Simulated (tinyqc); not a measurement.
Worked calculation: empirical pseudopotential in a few plane waves. One step of it, computed by the program tinyqc.

Question. Bloch Hamiltonian at k. Basis: the 15 shortest G (labels in 2 pi/a), the same at every k. H(G,G') = c |k + G|^2 delta + VS(|G-G'|^2) cos((G-G').tau) + i VA sin((G-G').tau), tau = a/8 (1,1,1); 1 Ry = 13.605693 eV.

Parameters chosen for this model: fcc lattice, atoms at +/- a/8 (1,1,1); form factors in rydberg at |G|^2 in units of (2 pi/a)^2:
```
parameter                 value      unit
a                      5.700000  angstrom
VS(3)                 -0.225000        Ry
VS(8)                  0.019000        Ry
VS(11)                 0.035000        Ry
VA(3)                  0.058000        Ry
VA(4)                  0.065000        Ry
VA(11)                 0.018000        Ry
hbar^2/2m (2 pi/a)^2   4.629488        eV
```

k point k (2 pi / a): 0.590000  0.150000  0.320000

Give: H(k) at k.

Answer.

H(k) at k (eV):
```
                 +0+0+0           -1-1-1           -1-1+1           -1+1-1
+0+0+0           2.1897   2.1647+0.5580i  -2.1647+0.5580i  -2.1647+0.5580i
-1-1-1   2.1647-0.5580i           6.2637   0.0000-0.8844i   0.0000-0.8844i
-1-1+1  -2.1647-0.5580i   0.0000+0.8844i          12.1894           0.2585
-1+1-1  -2.1647-0.5580i   0.0000+0.8844i           0.2585           9.0414
-1+1+1  -2.1647+0.5580i          -0.2585   0.0000+0.8844i   0.0000+0.8844i
+1-1-1  -2.1647-0.5580i   0.0000+0.8844i           0.2585           0.2585
+1-1+1  -2.1647+0.5580i          -0.2585   0.0000+0.8844i           0.0000
+1+1-1  -2.1647+0.5580i          -0.2585           0.0000   0.0000+0.8844i
+1+1+1   2.1647+0.5580i           0.0000          -0.2585          -0.2585
-2+0+0   0.0000-0.8844i  -2.1647+0.5580i  -2.1647-0.5580i  -2.1647-0.5580i
+0-2+0   0.0000-0.8844i  -2.1647+0.5580i  -2.1647-0.5580i   0.3367-0.1732i
+0+0-2   0.0000-0.8844i  -2.1647+0.5580i   0.3367-0.1732i  -2.1647-0.5580i
+0+0+2   0.0000+0.8844i  -0.3367-0.1732i   2.1647+0.5580i  -0.3367+0.1732i
+0+2+0   0.0000+0.8844i  -0.3367-0.1732i  -0.3367+0.1732i   2.1647+0.5580i
+2+0+0   0.0000+0.8844i  -0.3367-0.1732i  -0.3367+0.1732i  -0.3367+0.1732i

                 -1+1+1           +1-1-1           +1-1+1           +1+1-1
+0+0+0  -2.1647-0.5580i  -2.1647+0.5580i  -2.1647-0.5580i  -2.1647-0.5580i
-1-1-1          -0.2585   0.0000-0.8844i          -0.2585          -0.2585
-1-1+1   0.0000-0.8844i           0.2585   0.0000-0.8844i           0.0000
-1+1-1   0.0000-0.8844i           0.2585           0.0000   0.0000-0.8844i
-1+1+1          14.9671           0.0000           0.2585           0.2585
+1-1-1           0.0000          17.1893   0.0000-0.8844i   0.0000-0.8844i
+1-1+1           0.2585   0.0000+0.8844i          23.1150           0.2585
+1+1-1           0.2585   0.0000+0.8844i           0.2585          19.9670
+1+1+1   0.0000+0.8844i          -0.2585   0.0000+0.8844i   0.0000+0.8844i
-2+0+0   2.1647-0.5580i   0.3367-0.1732i  -0.3367-0.1732i  -0.3367-0.1732i
+0-2+0  -0.3367-0.1732i  -2.1647-0.5580i   2.1647-0.5580i  -0.3367-0.1732i
+0+0-2  -0.3367-0.1732i  -2.1647-0.5580i  -0.3367-0.1732i   2.1647-0.5580i
+0+0+2  -2.1647+0.5580i  -0.3367+0.1732i  -2.1647+0.5580i   0.3367+0.1732i
+0+2+0  -2.1647+0.5580i  -0.3367+0.1732i   0.3367+0.1732i  -2.1647+0.5580i
+2+0+0   0.3367+0.1732i   2.1647+0.5580i  -2.1647+0.5580i  -2.1647+0.5580i

                 +1+1+1           -2+0+0           +0-2+0           +0+0-2
+0+0+0   2.1647-0.5580i   0.0000+0.8844i   0.0000+0.8844i   0.0000+0.8844i
-1-1-1           0.0000  -2.1647-0.5580i  -2.1647-0.5580i  -2.1647-0.5580i
-1-1+1          -0.2585  -2.1647+0.5580i  -2.1647+0.5580i   0.3367+0.1732i
-1+1-1          -0.2585  -2.1647+0.5580i   0.3367+0.1732i  -2.1647+0.5580i
-1+1+1   0.0000-0.8844i   2.1647+0.5580i  -0.3367+0.1732i  -0.3367+0.1732i
+1-1-1          -0.2585   0.3367+0.1732i  -2.1647+0.5580i  -2.1647+0.5580i
+1-1+1   0.0000-0.8844i  -0.3367+0.1732i   2.1647+0.5580i  -0.3367+0.1732i
+1+1-1   0.0000-0.8844i  -0.3367+0.1732i  -0.3367+0.1732i   2.1647+0.5580i
+1+1+1          25.8927  -0.3367-0.1732i  -0.3367-0.1732i  -0.3367-0.1732i
-2+0+0  -0.3367+0.1732i           9.7821           0.2585           0.2585
+0-2+0  -0.3367+0.1732i           0.2585          17.9300           0.2585
+0+0-2  -0.3367+0.1732i           0.2585           0.2585          14.7820
+0+0+2  -2.1647-0.5580i          -0.2585          -0.2585           0.0000
+0+2+0  -2.1647-0.5580i          -0.2585           0.0000          -0.2585
+2+0+0  -2.1647-0.5580i           0.0000          -0.2585          -0.2585

                 +0+0+2           +0+2+0           +2+0+0
+0+0+0   0.0000-0.8844i   0.0000-0.8844i   0.0000-0.8844i
-1-1-1  -0.3367+0.1732i  -0.3367+0.1732i  -0.3367+0.1732i
-1-1+1   2.1647-0.5580i  -0.3367-0.1732i  -0.3367-0.1732i
-1+1-1  -0.3367-0.1732i   2.1647-0.5580i  -0.3367-0.1732i
-1+1+1  -2.1647-0.5580i  -2.1647-0.5580i   0.3367-0.1732i
+1-1-1  -0.3367-0.1732i  -0.3367-0.1732i   2.1647-0.5580i
+1-1+1  -2.1647-0.5580i   0.3367-0.1732i  -2.1647-0.5580i
+1+1-1   0.3367-0.1732i  -2.1647-0.5580i  -2.1647-0.5580i
+1+1+1  -2.1647+0.5580i  -2.1647+0.5580i  -2.1647+0.5580i
-2+0+0          -0.2585          -0.2585           0.0000
+0-2+0          -0.2585           0.0000          -0.2585
+0+0-2           0.0000          -0.2585          -0.2585
+0+0+2          26.6334           0.2585           0.2585
+0+2+0           0.2585          23.4854           0.2585
+2+0+0           0.2585           0.2585          31.6333
```
